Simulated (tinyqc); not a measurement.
# Segment and feed resistance from two drops

Question. A rail is fed at one end through Rq; K loads of Ij follow, each after a segment Rs. The drop at load j is K Ij Rq + Rs Ij sum_(l=1..j) (K - l + 1). Find Rs, Rq and the worst drop, at the middle, if the rail were fed through Rq at both ends: K Ij Rq/2 + Rs Ij K^2/8 with the load taken as continuous.

Values chosen for this exercise:

| symbol | value | unit | meaning |
|---|---|---|---|
| K | 9 |  | number of equal loads |
| Ij | 0.21 | mA | current of each load |

drops at the first and at the last load (mV): [1.134, 1.6632000]

Solution. The difference of the two drops is Rs Ij K (K - 1)/2, which gives Rs; the first drop then gives Rq.

Rs = 0.0700 ohm
Rq = 0.530 ohm
drop at the middle with two feeds = 0.650 mV

Numbers from tinyqc (`OMP_NUM_THREADS=1 python tinyqc.py 2770129 2770130 out.jsonl`; about 0.08 s on one thread of a shared Intel Xeon 2.30GHz).
